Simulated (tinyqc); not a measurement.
From effective mobility mu_eff back to temperature T: field-effect mobility of a thin-film transistor with band-tail and deep states (multiple trapping). Computed by tinyqc, a small Python program. Command: `OMP_NUM_THREADS=1 python tinyqc.py 3013422 3013423 out.jsonl tft inv`. One thread of a shared host (Intel(R) Xeon(R) Processor @ 2.30GHz), about 0.2 s of CPU time with the checks.

A thick film in accumulation at small drain voltage. Only free electrons move; trapped ones still screen the gate. N_c and mu_0 are held fixed when T changes, leaving out the T^(3/2) growth of N_c. x = E_0 - psi is the distance of the Fermi level below the band edge.

Inputs (values chosen for the exercise, modelled on amorphous silicon):
```
quantity,value,unit
permittivity eps,11.8,-
effective density of states N_c,2.1e+20,1/cm^3
band mobility mu_0,8.5,cm^2/(V s)
tail density at the edge g_t,7.1e+21,1/(eV cm^3)
tail width E_t,29,meV
"flat-band Fermi level below the edge, E_0",0.54,eV
equivalent oxide thickness t,5.7,nm
surface band bending psi_s as a fraction of E_0,0.98,-
```

Deep states: none.

Constants: k_B = 8.617333262e-05 eV/K; e = 1.602176634e-19 C; eps_0 = 8.8541878128e-12 F/m.

Method:
- F_j(eta) = int_0^infinity x^j/(1 + exp(x - eta)) dx, without a gamma-function factor.
- Integrals over x = E/(k_B T) use 160 Gauss-Legendre points in u = sqrt(x) from 0 to sqrt(max(eta, 0) + 32).
- Free n(x) = N_c (2/sqrt(pi)) F_1/2(-x/k_B T), with F_1/2 from its two-term series in exp(-x/k_B T) for x >= 12 k_B T; tail n_t(x) = int_0^1.2eV g_t exp(-E/E_t)/(1 + exp((x - E)/k_B T)) dE, E counted down from the edge, 120 Gauss-Legendre points; space charge rho(psi) = n + n_t less its value at psi = 0.
- Poisson: F(psi) = sqrt((2 e/(eps eps_0)) int_0^psi rho dpsi'); V_G - V_FB = psi_s + eps F(psi_s) t/3.9; free sheet density N_f = int (n - n(E_0))/F dpsi; induced sheet density N_i = eps eps_0 F(psi_s)/e; trapezoid rule on 301 even points in psi, the first interval left out of N_f.
- mu_eff = mu_0 N_f/N_i; field-effect mobility mu_FE = mu_0 e (dN_f/dV_G)/C_ox and swing S = dV_G/dlog10(N_f), by a central difference of +/- 2 mV in psi_s; C_ox = 3.9 eps_0/t.

Problem. A run gave the result below. Find the temperature T, known to lie between 180 and 370 K.

effective mobility mu_eff = 1.528074 cm^2/(V s)

Solution.

Each step takes the trial c = (a f_b - b f_a)/(f_b - f_a), f being the result less the target and a, b, c the logarithms of the listed values; c replaces end b, the old b replaces a if the sign of f changed, and otherwise f_a is halved.

Scan of the range:
```
temperature T (K),effective mobility mu_eff (cm^2/(V s))
180,1.29862
203,1.51026
229,1.73433
258,1.96504
291,2.20333
328,2.44075
370,2.67390
```

False position (Illinois rule, in the logarithm of the input) inside the bracket:
```
step,end a,end b,trial,effective mobility mu_eff (cm^2/(V s))
1,203.000,229.000,204.954,1.52767
2,229.000,204.954,204.999,1.52806
3,229.000,204.999,205.001,1.52808
4,204.999,205.001,205.000,1.52807
```

Effective mobility mu_eff rises at every point of a 13-point scan of the range (every second point is shown), so one value fits; it is bracketed by 203 and 229. Answer: temperature T = 205.0 K.
